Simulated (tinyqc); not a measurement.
Effective mass of the conduction band from tabulated energies: one step. The non-parabolic form. Three cases, with inputs chosen for the exercise.

Problem. E (1 + alpha E) = c k^2/m means that y = c k^2/E is a straight line in E with intercept m and slope m alpha. Fit the line by unweighted least squares over points 1 to 8, E in eV.

c = hbar^2/2m0. A uniform scatter of up to 0.3 meV has been added to mimic numerical noise.
Constants: hbar^2/2m0 = 3.80998211 eV angstrom^2.

Give: y; m; alpha.

Case 1.

Energies along [110], from the band edge:

| k (1/angstrom) | E (meV) |
|---|---|
| 0.0000000 | 0.000000 |
| 0.0071000 | 5.179000 |
| 0.0142000 | 19.851900 |
| 0.0213000 | 43.731500 |
| 0.0284000 | 74.973700 |
| 0.0355000 | 112.384700 |
| 0.0426000 | 154.208800 |
| 0.0497000 | 199.322500 |
| 0.0568000 | 247.786600 |

reference mass (curvature of the model at k = 0.0001 1/angstrom) = 0.0373000 m0

Solution.

y (m0): 0.03708  0.03870  0.03953  0.04099  0.04272  0.04484  0.04721  0.04961

m = 0.03725 m0
alpha = 1.336 1/eV

The intercept errs by -0.13 %. With this scatter so small an error is partly luck. The model has Eg = 0.881 eV, and for two bands alpha is near 1/Eg = 1.14 1/eV.

Case 2.

Energies along [111], from the band edge:

| k (1/angstrom) | E (meV) |
|---|---|
| 0.0000000 | 0.000000 |
| 0.0051000 | 1.232600 |
| 0.0102000 | 5.832700 |
| 0.0153000 | 12.805000 |
| 0.0204000 | 22.931800 |
| 0.0255000 | 35.383400 |
| 0.0306000 | 50.779000 |
| 0.0357000 | 67.942100 |
| 0.0408000 | 88.034700 |

reference mass (curvature of the model at k = 0.0001 1/angstrom) = 0.0677000 m0

Solution.

y (m0): 0.08040  0.06796  0.06965  0.06914  0.07002  0.07026  0.07147  0.07204

m = 0.07200 m0
alpha = -0.245 1/eV

The intercept errs by +6.34 %. The scatter of the first points, divided by small energies, tilts an unweighted line, here even to the wrong sign of alpha. The model has Eg = 1.517 eV, and for two bands alpha is near 1/Eg = 0.66 1/eV.

Case 3.

Energies along [111], from the band edge:

| k (1/angstrom) | E (meV) |
|---|---|
| 0.0000000 | 0.000000 |
| 0.0023000 | 0.514800 |
| 0.0046000 | 3.419200 |
| 0.0069000 | 7.025300 |
| 0.0092000 | 12.213800 |
| 0.0115000 | 18.491800 |
| 0.0138000 | 26.610200 |
| 0.0161000 | 35.230000 |
| 0.0184000 | 45.235100 |

reference mass (curvature of the model at k = 0.0001 1/angstrom) = 0.0255001 m0

Solution.

y (m0): 0.03915  0.02358  0.02582  0.02640  0.02725  0.02727  0.02803  0.02852

m = 0.02920 m0
alpha = -1.741 1/eV

The intercept errs by +14.50 %. The scatter of the first points, divided by small energies, tilts an unweighted line, here even to the wrong sign of alpha. The model has Eg = 0.412 eV, and for two bands alpha is near 1/Eg = 2.43 1/eV.

Computed by tinyqc, one run a case: `OMP_NUM_THREADS=1 python tinyqc.py N N+1 out.jsonl` with N = 1851270, 1880467, 1880756; one thread of a shared Intel(R) Xeon(R) Processor @ 2.30GHz, about 0.01 s a run at most.
